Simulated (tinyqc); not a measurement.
# Worked calculation: long-channel MOSFET, surface-potential model

Computed by the program tinyqc: `OMP_NUM_THREADS=1 python tinyqc.py 2360101 2360102 out.jsonl`, one thread of a shared Intel Xeon 2.30GHz, about 0.06 s for the whole run. Printed values are rounded.

n-channel transistor on a uniformly doped p-type body, gradual-channel approximation, constant mobility, Boltzmann statistics, full ionisation. Potentials are counted from the neutral body; V is the electron quasi-Fermi potential, Vsb at the source and Vsb + Vds at the drain. Charges are magnitudes per area.

Inputs (values chosen for the exercise); material values close to those of gallium nitride: temperature T = 350 K; band gap Eg = 3.44 eV; relative permittivity of the semiconductor eps_r = 9.42; conduction-band density of states at T Nc = 2.91e18 cm^-3; valence-band density of states at T Nv = 5.83e19 cm^-3; acceptor density of the body Na = 1.9e17 cm^-3; relative permittivity of the gate insulator eox = 7.74; insulator thickness tox = 11 nm; flat-band voltage Vfb = -1.94 V; channel mobility mu = 660 cm^2/(V s); gate width W = 10 um; gate length L = 2 um; source-body reverse bias Vsb = 1 V; gate-source voltage Vgs = 2.07 V; drain-source voltage Vds = 1.2 V.

Constants: q = 1.602176634e-19 C, kB = 1.380649e-23 J/K, Vt = kB T/q, eps0 = 8.8541878128e-14 F/cm where lengths are in cm. Results are converted to the units shown.

Range of the model: The surface electron density at the source passes 0.3 Nc, where degeneracy, left out here, matters.

## Body potential, insulator capacitance and body factor

ni = sqrt(Nc Nv) exp(-Eg/(2 Vt)), Eg in volts; phiF = Vt ln(Na/ni); Cox = eps0 eox/tox; gamma = sqrt(2 q eps0 eps_r Na)/Cox. VT = Vfb + 2 phiF + gamma sqrt(2 phiF + Vsb), m = 1 + gamma/(2 sqrt(2 phiF + Vsb)).

ni = 2.22777e-6 cm^-3
phiF = 1.59249 V
Cox = 0.623013 uF/cm^2
gamma = 0.361701 V^0.5
VT = 1.98493 V
m = 1.08840

## Iteration 1: surface potential at the source by Newton steps

psi at the start (the smaller of 2 phiF + Vsb + 4 Vt and the root without inversion charge) = 4.26561 V

With V = Vsb: G = psi - Vt + Vt e, e = exp((psi - 2 phiF - Vsb)/Vt); f = Vgs + Vsb - Vfb - psi - gamma sqrt(G); f' = -1 - gamma (1 + e)/(2 sqrt(G)); psi(new) = psi - f/f'.

G = 4.67236 V
f = -0.0374499 V
f' = -2.29566
psi after iteration 1 = 4.24930 V

## Iteration 2: surface potential at the source by Newton steps

As before.

G = 4.47352 V
f = -0.00431959 V
f' = -1.80668
psi after iteration 2 = 4.24691 V

## Course of the iteration: surface potential at the source by Newton steps

Stop when psi changes by less than 1e-10 V, or after 40 iterations.

Course of the iteration:
```
iteration	psi (V)	|change| (V)
1	4.24930	0.0163
2	4.24691	2.39e-3
3	4.24687	3.67e-5
4	4.24687	8.20e-9
5	4.24687	< 1e-14
```

Converged in 5 iterations. At the end the number of correct digits about doubles with each step.

## Charges and current of the charge-sheet model

psi_0 = 4.24687 V
psi_L = 4.26561 V

psi_0 and psi_L solve Vgs + Vsb - Vfb - psi = gamma sqrt(G) at V = Vsb and Vsb + Vds. Qi = Cox gamma [sqrt(G) - sqrt(psi - Vt)], G = psi - Vt + Vt exp((psi - 2 phiF - V)/Vt), at both ends. With U = Vgs + Vsb - Vfb: drift = mu (W/L) Cox [U (psi_L - psi_0) - (psi_L^2 - psi_0^2)/2 - (2/3) gamma ((psi_L - Vt)^1.5 - (psi_0 - Vt)^1.5)]; diffusion = mu (W/L) Vt (Qi0 - QiL).

Qi0 = 12.7040 nC/cm^2
QiL = 1.25759e-16 nC/cm^2
drift current = 0.392861 uA
diffusion current = 1.26443 uA
drain current = 1.65730 uA

Drift carries 23.7 % of the current. The drain end is pinched off: its charge is under 1 % of that at the source.

## Inversion charge along the channel

V, point 0 to 6 (V): 1  1.2  1.4  1.6  1.8  2  2.2

The surface potential psi at channel potential V solves Vgs + Vsb - Vfb - psi = gamma sqrt(G), G = psi - Vt + Vt exp((psi - 2 phiF - V)/Vt). Charge sheet: Qi = Cox gamma [sqrt(G) - sqrt(psi - Vt)]. Pao-Sah: Qi = (Cox gamma/2) integral from 3 Vt to psi of exp((u - 2 phiF - V)/Vt)/sqrt(G(u, V)) du.

```
point	psi (V)	Qi, charge sheet (nC/cm^2)	Qi, Pao-Sah (nC/cm^2)
0	4.24687	12.7040	12.7497
1	4.26557	0.0314937	0.0316071
2	4.26561	4.15941e-5	4.17438e-5
3	4.26561	5.48478e-8	5.50452e-8
4	4.26561	7.23246e-11	7.25849e-11
5	4.26561	9.53702e-14	9.57135e-14
6	4.26561	1.25759e-16	1.26212e-16
```

At the source the charge-sheet charge is 0.36 % below the Pao-Sah one.

## Pao-Sah current by Simpson's rule

I = mu (W/L) integral of Qi dV; Simpson's rule on the 7 points, step Vds/6, weights 1, 4, 2, ..., 4, 1 times step/3.

Pao-Sah current = 2.83276 uA

Gauss-Legendre quadrature on many points gives 1.670 uA, so this value is 70 % above it; the charge-sheet current, 1.657 uA, is 0.79 % below it.
